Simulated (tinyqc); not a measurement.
Peak against initial coverage: adsorption as a lattice gas: isotherms with interactions, competition, desorption peaks and saturation dose. Computed by tinyqc, a small Python program. Command: `OMP_NUM_THREADS=1 python tinyqc.py 3001683 3001684 out.jsonl adsorb walk`. One thread of a shared host (Intel(R) Xeon(R) Processor @ 2.30GHz), about 0.2 s of CPU time with the checks.

One adsorbate per site; a molecule needs 1 empty site. Gas and surface have the same temperature.

Inputs (values chosen for the exercise, for a model surface): desorption energy E = 1.57 eV; prefactor nu = 6.2e+13 1/s; pair energy w (positive repels) = 0.071 eV; neighbours z = 4; heating rate beta = 7.9 K/s.

Adsorption: molecular (first order).

Constants: k_B = 8.617333262e-05 eV/K.

Method. Heating at the rate beta: d theta/dT = -(nu/beta) theta^1 exp(-[E - z w theta]/(k_B T)). Integrated numerically (relative tolerance 1e-9); T_p is the maximum of the rate.

Peak temperatures (K):
```
theta_0   w = 0  with w
0.1      559.95  552.34
0.3      559.95  536.61
0.5      559.95  520.18
0.7      559.95  503.09
0.9      559.95  485.39
```

Without interaction the peak does not move; with w it moves by -66.9 K, so repulsion in first order mimics second-order kinetics.

Extremes, crossings and ranges named in words are read from the listed rows.
